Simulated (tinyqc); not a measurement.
Ferroelectric with a first-order transition, Landau-Devonshire energy: one step of the calculation.

One domain with free energy u = al P^2 + be P^4 + ga P^6 - E P, al = a0 (T - T0), be < 0 < ga (P in uC/cm^2, E in kV/cm, u in mJ/cm^3). Equilibrium: E = 2 al P + 4 be P^3 + 6 ga P^5; a state is stable against small changes where dE/dP > 0. The coercive field is that of uniform switching, which real films, switching by domains, do not reach.

Task. Transition temperatures. TC = T0 + be^2/(4 a0 ga), where u(Ps) = u(0); T1 = T0 + be^2/(3 a0 ga), where the polar minimum disappears. At TC the polarisation jumps from sqrt(-be/(2 ga)) to zero, with latent heat TC a0 Ps^2.

Parameters, values chosen for the exercise:
```
symbol     value          unit                             meaning
a0         0.013  kV cm/(uC K)  slope of the quadratic coefficient
T0           450             K             Curie-Weiss temperature
be      -0.00061  kV cm^5/uC^3                 quartic coefficient
ga        2.5e-7  kV cm^9/uC^5             sixth-order coefficient
```

Give: TC; T1; jump of P; latent heat.

Result.

TC = 478.62 K
T1 = 488.16 K
jump of P = 34.928 uC/cm^2
latent heat = 7.5910 J/cm^3

Thermal hysteresis can span T0 to T1, 38.2 K.

tinyqc, about 0.01 s, one thread, Intel Xeon 2.30GHz (shared host): `OMP_NUM_THREADS=1 python tinyqc.py 2860105 2860106 out.jsonl`
